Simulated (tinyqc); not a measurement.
# Worked calculation: on-chip power grid, static voltage drop by conjugate gradients

Program tinyqc, `OMP_NUM_THREADS=1 python tinyqc.py 2770131 2770132 out.jsonl`; Intel Xeon 2.30GHz, shared host, one thread, about 0.08 s. Printed values are rounded.

A grid of 3 rows and 4 columns, node k = 4 row + column. Neighbours in a row are joined by Rx, in a column by Ry; pad nodes, which reach the supply through Rp: 0, 8. Each node draws I0, node 8 draws kh I0. The drops u = Vdd - V solve G u = i, with G the conductance matrix (1/Rp added on the diagonal at pad nodes).

Values chosen for this exercise: supply voltage Vdd = 0.75 V; resistance of a horizontal segment Rx = 1.8 ohm; resistance of a vertical segment Ry = 1.2 ohm; resistance from a pad node to the supply Rp = 0.059 ohm; load current of an ordinary node I0 = 7.6 mA; factor on the load at the hot node kh = 8.

## Diagonal of G, loads and first direction

G_kk = sum of the conductances at node k. Start u = 0, so the residual is r = i; p = r.

G_kk (S):
```
         col 0    col 1    col 2    col 3
row 0  18.3380  1.94444  1.94444  1.38889
row 1  2.22222  2.77778  2.77778  2.22222
row 2  18.3380  1.94444  1.94444  1.38889
```

r at the start (mA):
```
       col 0  col 1  col 2  col 3
row 0    7.6    7.6    7.6    7.6
row 1    7.6    7.6    7.6    7.6
row 2   60.8    7.6    7.6    7.6
```

p at the start (mA):
```
       col 0  col 1  col 2  col 3
row 0    7.6    7.6    7.6    7.6
row 1    7.6    7.6    7.6    7.6
row 2   60.8    7.6    7.6    7.6
```

## Iteration 1: conjugate-gradient step

u at the start (mV):
```
       col 0  col 1  col 2  col 3
row 0      0      0      0      0
row 1      0      0      0      0
row 2      0      0      0      0
```

q = G p; a = (r.r)/(p.q); u(new) = u + a p; r(new) = r - a q; b = (r.r)(new)/(r.r); p(new) = r(new) + b p.

q (mA S):
```
         col 0   col 1  col 2  col 3
row 0   128.81    0.00   0.00   0.00
row 1   -44.33    0.00   0.00   0.00
row 2  1104.40  -29.56   0.00   0.00
```

a = 0.0641162 ohm

u after iteration 1 (mV):
```
         col 0    col 1    col 2    col 3
row 0  0.48728  0.48728  0.48728  0.48728
row 1  0.48728  0.48728  0.48728  0.48728
row 2  3.89827  0.48728  0.48728  0.48728
```

r after iteration 1 (mA):
```
          col 0   col 1   col 2   col 3
row 0   -0.6590  7.6000  7.6000  7.6000
row 1   10.4425  7.6000  7.6000  7.6000
row 2  -10.0098  9.4950  7.6000  7.6000
```

b = 0.175880

p after iteration 1 (mA):
```
         col 0    col 1   col 2   col 3
row 0   0.6776   8.9367  8.9367  8.9367
row 1  11.7792   8.9367  8.9367  8.9367
row 2   0.6837  10.8317  8.9367  8.9367
```

## Iteration 2: conjugate-gradient step

As before.

q (mA S):
```
         col 0    col 1    col 2   col 3
row 0  -2.3541   4.5884   0.0000  0.0000
row 1  20.0767  -3.1583   0.0000  0.0000
row 2  -3.2962   8.2697  -1.0528  0.0000
```

a = 2.34014 ohm

u after iteration 2 (mV):
```
         col 0    col 1    col 2    col 3
row 0   2.0731  21.4003  21.4003  21.4003
row 1  28.0521  21.4003  21.4003  21.4003
row 2   5.4982  25.8349  21.4003  21.4003
```

r after iteration 2 (mA):
```
          col 0    col 1    col 2   col 3
row 0    4.8499  -3.1374   7.6000  7.6000
row 1  -36.5397  14.9909   7.6000  7.6000
row 2   -2.2963  -9.8572  10.0636  7.6000
```

b = 2.73753

p after iteration 2 (mA):
```
         col 0    col 1    col 2    col 3
row 0   6.7050  21.3271  32.0644  32.0644
row 1  -4.2938  39.4553  32.0644  32.0644
row 2  -0.4247  19.7948  34.5281  32.0644
```

## Course of the conjugate-gradient iteration

Stop when |r| is below 1e-9 mA.

Course of the iteration:
```
iteration  largest u (mV)  |r| (mA)
1                 3.89827      27.6
2                 28.0521      45.7
3                 47.8874      80.1
4                 56.8550      43.7
5                 73.5998      25.9
6                 86.0731      16.5
7                 91.0157      4.75
8                 91.6137     0.756
9                 91.5063    0.0469
10                91.5079   3.46e-3
11                91.5076   5.98e-4
12                91.5077   6.55e-7
13                91.5077  2.62e-10
```

Converged in 13 iterations for 12 unknowns; in exact arithmetic the method needs at most 12. The condition number of the matrix is 181. Gauss-Seidel sweeps in node order need 225 to reach the same residual.

## Worst drop, pad currents and power lost

converged u (mV):
```
         col 0    col 1    col 2    col 3
row 0   2.7953  49.1527  77.5047  91.3785
row 1  19.6239  52.0363  78.0368  91.5077
row 2   5.7243  50.0745  77.8020  91.4974
```

Pad current u/Rp; worst drop as a share of Vdd; power lost in the grid and pads sum_k i_k u_k; power delivered sum_k i_k (Vdd - u_k).

worst drop = 91.5077 mV
share of Vdd = 12.2010 %
pad currents (mA): node 0 47.3780, node 8 97.0220
power lost = 5.52675 mW
power delivered = 102.773 mW

The pad currents add up to the total load, 144.4 mA. The worst drop is at node 7, not at the hot node.
